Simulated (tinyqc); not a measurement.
Raising U: Hubbard chain of 3 sites, mean field against exact. Computed by the program tinyqc. Collinear unrestricted mean field (the lowest of 40 random starts) against exact diagonalisation.

one-body matrix (hopping and site energies) (eV):
```
,1,2,3
1,0.0000,-1.8000,0.0000
2,-1.8000,0.0000,-1.8000
3,0.0000,-1.8000,0.0000
```

electrons, up and down: 2  1

Exact and mean-field results (eV):
```
U,U/t,E exact,E mean field,mean |n_up - n_down|,"double occupancy, exact",first gap in the sector
0.900,0.500,-4.55534,-4.53440,0.367,0.188,2.420
1.800,1.000,-4.07438,-3.99310,0.413,0.168,2.274
3.600,2.000,-3.27616,-3.00000,0.556,0.129,1.958
5.400,3.000,-2.67363,-2.23706,0.729,0.096,1.663
7.200,4.000,-2.22492,-1.73648,0.837,0.072,1.416
10.800,6.000,-1.63212,-1.18239,0.926,0.042,1.062
14.400,8.000,-1.27388,-0.89275,0.958,0.026,0.837
21.600,12.000,-0.87616,-0.59789,0.981,0.013,0.580
36.000,20.000,-0.53469,-0.35955,0.993,4.85e-03,0.356
```

What does the comparison show, and why?

In absolute terms mean field is worst at U/t = 4.0, 0.488 eV too high: at small U it is nearly exact, and at large U it misses only exchange-scale energies. Relative to the exact energy its error is 0.5 % at the smallest U, 33 % at most and 33 % at the largest. The double occupancy falls from 0.188 to 0.005; at the largest U the first gap is 0.99 times the exchange scale 4t^2/U.
